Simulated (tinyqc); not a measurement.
Worked calculation: Jacobi rotations on a symmetric matrix. One step of it, computed by the program tinyqc.

Question. Jacobi rotation 1. Take the largest off-diagonal element A_pq; tan 2 theta = 2 A_pq / (A_qq - A_pp) with |theta| <= pi/4; A' = J^T A J with J_pp = J_qq = cos, J_pq = sin, J_qp = -sin.

A, lower triangle:
```
           1          2         3          4         5
1   0.320000
2   0.326000   1.312000
3   0.070000  -0.345000  2.079000
4  -0.154000  -0.094000  0.077000   2.952000
5   0.342000   0.369000  0.555000  -0.990000  3.485000
```

Give: p, q, theta; A'.

Answer.

p, q, theta (rad): 4.0000  5.0000  -0.6539

A', lower triangle:
```
        1        2       3       4       5
1  0.3200
2  0.3260   1.3120
3  0.0700  -0.3450  2.0790
4  0.0858   0.1499  0.3987  2.1933
5  0.3651   0.3501  0.3937  0.0000  4.2437
```
